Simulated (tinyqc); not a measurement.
Low-temperature mobility of a two-dimensional electron gas with static screening: one step, computed by the program tinyqc.

One subband is filled, the gas is degenerate and scatters at the Fermi circle; one permittivity serves on both sides of the interface. All formulas are in SI units, masses times m_0. Piezoelectric and polar phonons are left out, and n_s is taken as set by a gate, independent of N_i.

Problem. Fermi circle, screening and layer thickness. k_F = sqrt(2 pi n_s/g_v); E_F = hbar^2 k_F^2/(2 m); q_TF = g_v m e^2/(2 pi eps eps_0 hbar^2); Fang-Howard parameter b = [12 m_z e^2 (N_d + 11 n_s/32)/(eps eps_0 hbar^2)]^(1/3), mean depth 3/b; effective field F = e (N_d + n_s/2)/(eps eps_0).

Inputs (values chosen for the exercise, modelled on an InAs channel):
```
quantity                     value    unit
in-plane mass m               0.03     m_0
mass across the layer m_z   0.0309     m_0
permittivity eps              14.9       -
valley degeneracy g_v            1       -
sheet density n_s          3.2e+12  1/cm^2
depletion charge N_d       3.3e+10  1/cm^2
```

Wave function: Fang-Howard. Roughness spectrum: Gaussian.

Constants: m_0 = 9.1093837015e-31 kg; e = 1.602176634e-19 C; eps_0 = 8.8541878128e-12 F/m; hbar = 1.054571817e-34 J s.

Give: k_F; E_F; q_TF; b; mean depth; effective field F.

Solution.

k_F = 0.44840 1/nm

E_F = 255.35 meV

q_TF = 0.076096 1/nm

b = 0.40607 1/nm

mean depth = 7.3879 nm

effective field F = 0.19832 MV/cm

q_TF/(2 k_F) = 0.08: screening is weak for back-scattering. Caution: E_F exceeds 100 meV in a band of small mass, where non-parabolicity and upper valleys, left out here, matter. Caution: E_F exceeds 1.1 (hbar^2 e^2 F^2/2 m_z)^(1/3), of the order of the first subband spacing (1.75 times that in a triangular well, less with self-consistent band bending), so a second subband may fill.
